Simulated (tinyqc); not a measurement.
Superjunction drift layer against a plain one, charge balance: one step of the calculation.

Alternating n and p pillars of equal width wp, doping N and length Lp. When depleted, the lateral field peaks at Ex = q N wp/(2 eps0 eps_r) at the pillar junctions and a uniform vertical field Ey is added; breakdown is taken where Ex^2 + Ey^2 = Ef^2. Only the n pillars conduct, narrowed by the zero-bias depletion. A first-order model: the field peaks at the pillar ends are left out.

Question. Doping of the plain drift layer. Ec(N) = E16 (N/1e16 cm^-3)^(1/8); N(new) = eps0 eps_r Ec(N)^2/(2 q BV).

Values chosen for this exercise; values close to those of silicon:

| symbol | value | unit | meaning |
|---|---|---|---|
| eps_r | 12.1 |  | relative permittivity of the semiconductor |
| E16 | 0.41 | MV/cm | critical field at a doping of 1e16 cm^-3 |
| BV | 880 | V | wanted breakdown voltage |

Constants: q = 1.602176634e-19 C, eps0 = 8.8541878128e-14 F/cm where lengths are in cm. Results are converted to the units shown.

N after iteration 1 = 3.5915238e14 cm^-3

Find: Ec; N after iteration 2.

Answer.

Ec = 0.2705 MV/cm
N after iteration 2 = 2.780e14 cm^-3

Program tinyqc, `OMP_NUM_THREADS=1 python tinyqc.py 2590054 2590055 out.jsonl`; Intel Xeon 2.30GHz, shared host, one thread, about 0.01 s.
